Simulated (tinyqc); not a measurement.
Depth of the trap: trap in a gate oxide as a short-range spherical well.

Energies from the conduction edge of the channel. The trap level at depth x is E_T = dEc - Et - e Fox x (1 MV/cm = 0.01 eV/angstrom). An electron at the channel edge tunnels with the WKB exponent S = (4/3) sqrt(m/c) [dEc^(3/2) - (dEc - e Fox x)^(3/2)]/(e Fox), c = hbar^2/2m0; tau = t0 exp(S); the occupation is f = 1/(1 + exp((E_T - EF)/kB T)), tau_c = tau/f and tau_e = tau/(1 - f). Lattice relaxation is left out; a level below the channel edge needs phonons as well, so tau is then a lower bound, while a level above it can also empty elastically at its own energy, through a thinner barrier, faster than this tau.

Constants: hbar^2/2m0 = 3.80998211 eV angstrom^2; kB = 8.617333262e-05 eV/K.

Inputs chosen for the exercise (near those of HfO2 on Si; the results hold for these values, not for the real material):
- dEc = 1.56 eV (conduction offset to the channel)
- m = 0.201 m0 (mass)
- Fox = 3.2 MV/cm (oxide field, lowering levels away from the channel)
- t0 = 27 x 1e-11 s (time constant at the interface)
- T = 300 K (temperature)
- EF = -0.01 eV (Fermi level above the channel edge)
- ds = (2, 5, 8, 11, 14, 17, 20) angstrom (depths)

Et = 1.49072 eV

Each depth has its own level and time; the corner frequency is 1/(2 pi tau).

Results:

| x (angstrom) | E_T (eV) | S | tau (s) | corner (Hz) | f |
|---|---|---|---|---|---|
| 2 | 0.005 | 1.14 | 8.4e-10 | 1.9e+08 | 0.356 |
| 5 | -0.091 | 2.79 | 4.4e-09 | 3.6e+07 | 0.958 |
| 8 | -0.187 | 4.40 | 2.2e-08 | 7.3e+06 | 0.999 |
| 11 | -0.283 | 5.94 | 1.0e-07 | 1.6e+06 | 1.000 |
| 14 | -0.379 | 7.42 | 4.5e-07 | 3.5e+05 | 1.000 |
| 17 | -0.475 | 8.85 | 1.9e-06 | 8.5e+04 | 1.000 |
| 20 | -0.571 | 10.20 | 7.3e-06 | 2.2e+04 | 1.000 |

tau spans 3.9 decades, one decade for each 4.17 angstrom at the start and 5.10 at the end, where the field has thinned the barrier. Traps spread evenly in depth are thus spread nearly evenly in ln tau; if levels near EF exist at every depth, this sums to 1/f noise and to charging that grows as ln t. With the single Et of this table only depths where f is neither 0 nor 1 contribute. The level crosses EF between 2 and 5 angstrom.

tinyqc: `OMP_NUM_THREADS=1 python tinyqc.py 1250340 1250341 out.jsonl`; about 0.01 s, one thread, shared Intel(R) Xeon(R) Processor @ 2.30GHz.
